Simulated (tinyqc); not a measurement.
# Short-channel transistor, virtual-source model with series resistance: what changes with what

The current per gate width is the charge at the top of the source barrier (the virtual source) times its velocity times a saturation function; al and be are fitting constants of the model. Units: I in uA/um, Rs in ohm um, so I Rs = 1e-6 I Rs in volts; Q in uC/cm^2, so I = 1e-4 Q vx0 Fsat with vx0 in cm/s.

Inputs (values chosen for the exercise):
- T = 300 K (temperature)
- Cinv = 3.11 uF/cm^2 (inversion capacitance)
- vx0 = 1.49e7 cm/s (velocity at the virtual source)
- mu = 130 cm^2/(V s) (apparent mobility)
- L = 65 nm (channel length)
- VT0 = 0.43 V (threshold at zero drain voltage)
- dl = 0.141 V/V (drain-induced barrier lowering)
- n0 = 1.2 (subthreshold factor)
- nd = 0 1/V (growth of n with drain voltage)
- al = 3.5 (threshold shift (in units of Vt) from weak to strong inversion)
- be = 1.6 (sharpness of saturation)
- Rs = 250 ohm um (series resistance of each contact)

Constants: q = 1.602176634e-19 C, kB = 1.380649e-23 J/K, Vt = kB T/q. Results are converted to the units shown.

Each table varies one quantity; the others keep the values above.

## Transfer curves at low and high drain voltage

Intrinsic voltages Vg' = Vgs - I Rs, Vd' = Vds - 2 I Rs. n = n0 + nd Vd', VT = VT0 - dl Vd', Ff = 1/(1 + exp((Vg' - VT + al Vt/2)/(al Vt))), Q = Cinv n Vt ln(1 + exp((Vg' - VT + al Vt Ff)/(n Vt))), Vdsat = (vx0 L/mu)(1 - Ff) + Vt Ff, Fsat = u/(1 + u^be)^(1/be) with u = Vd'/Vdsat, and I = Q vx0 Fsat per width. I is solved self-consistently. Columns for Vds = 0.05 V and 1.2 V; gm = dI/dVgs at 1.2 V.

Transfer curves at low and high drain voltage:

| Vgs (V) | I, low Vds (uA/um) | I, high Vds (uA/um) | gm (uS/um) |
|---|---|---|---|
| 0 | 0.002263 | 0.4567 | 13.46 |
| 0.15 | 0.1584 | 21.34 | 423.0 |
| 0.3 | 3.711 | 152.8 | 1226 |
| 0.45 | 20.01 | 355.7 | 1417 |
| 0.6 | 36.99 | 569.1 | 1415 |
| 0.75 | 49.71 | 777.4 | 1355 |
| 0.9 | 58.82 | 973.6 | 1255 |
| 1.05 | 65.32 | 1152 | 1125 |
| 1.2 | 70.10 | 1310 | 981.0 |

At Vds = 1.2 V the current spans 3.5 decades, from 0.457 to 1310 uA/um. Between the first two rows the swing is 89.8 mV a decade, against n Vt ln 10 = 71.4. At Vgs = 0 the higher drain voltage raises the current by a factor of 202, at Vgs = 1.2 V by 18.7. The transconductance goes from 13.5 through a maximum of 1420 (at Vgs = 0.45 V among the rows listed) to 981 uS/um; Cinv vx0, its value in strong inversion and saturation without series resistance, is 4630 uS/um.

## Supply voltage at a fixed off current

For each supply Vdd, VT0 is set so that I(Vgs = 0, Vds = Vdd) = 100 nA/um; Ion = I(Vdd, Vdd); C = Cinv L + 0.41 fF/um of parasitic capacitance; delay C Vdd/Ion, energy C Vdd^2.

Supply voltage at a fixed off current:

| Vdd (V) | VT0 (V) | Ion (uA/um) | delay (ps) | energy (fJ/um) |
|---|---|---|---|---|
| 0.4 | 0.3668 | 152.6 | 6.374 | 0.3890 |
| 0.5 | 0.3812 | 261.8 | 4.644 | 0.6079 |
| 0.6 | 0.3955 | 384.3 | 3.796 | 0.8753 |
| 0.7 | 0.4097 | 516.7 | 3.294 | 1.191 |
| 0.8 | 0.4239 | 656.5 | 2.963 | 1.556 |
| 0.9 | 0.4381 | 801.8 | 2.729 | 1.970 |
| 1 | 0.4522 | 951.3 | 2.556 | 2.432 |
| 1.1 | 0.4664 | 1104 | 2.422 | 2.942 |

The VT0 needed rises from 0.367 to 0.466 V and Ion rises from 153 to 1100 uA/um. The delay falls from 6.37 to 2.42 ps, while the energy grows as Vdd^2. Going from 0.4 to 0.5 V changes the delay by -27 %, going from 1 to 1.1 V by -5.2 %.

## Effect of the series resistance of each contact on the on and off currents

Same model as above.

Ion is I at Vgs = Vds = 1.2 V, Ioff at Vgs = 0, Vds = 1.2 V, and Rlin = Vds/I at Vgs = 1.2 V, Vds = 0.05 V.

Effect of the series resistance of each contact on the on and off currents:

| Rs (ohm um) | Ion (uA/um) | Ioff (nA/um) | log10(Ion/Ioff) | Rlin (ohm um) |
|---|---|---|---|---|
| 0 | 3426.1 | 458.65 | 3.8733 | 208.59 |
| 25 | 2946.9 | 458.45 | 3.8081 | 259.76 |
| 50 | 2584.7 | 458.25 | 3.7513 | 310.59 |
| 100 | 2075.4 | 457.86 | 3.6564 | 411.70 |
| 150 | 1735.3 | 457.46 | 3.5790 | 512.42 |
| 200 | 1492.5 | 457.06 | 3.5139 | 612.92 |
| 300 | 1168.8 | 456.28 | 3.4085 | 813.57 |
| 400 | 962.69 | 455.49 | 3.3250 | 1014.0 |

As Rs goes from 0 to 400 ohm um, Ion falls from 3430 to 963 uA/um, Ioff falls from 459 to 455 nA/um and Rlin rises from 209 to 1010 ohm um. Ion changes by a factor of 0.281 and Ioff by 0.993. The off current drops so little voltage over Rs that it changes by under 1 %.

Numbers from tinyqc (`OMP_NUM_THREADS=1 python tinyqc.py 2380055 2380056 out.jsonl`; about 0.01 s on one thread of a shared Intel Xeon 2.30GHz).
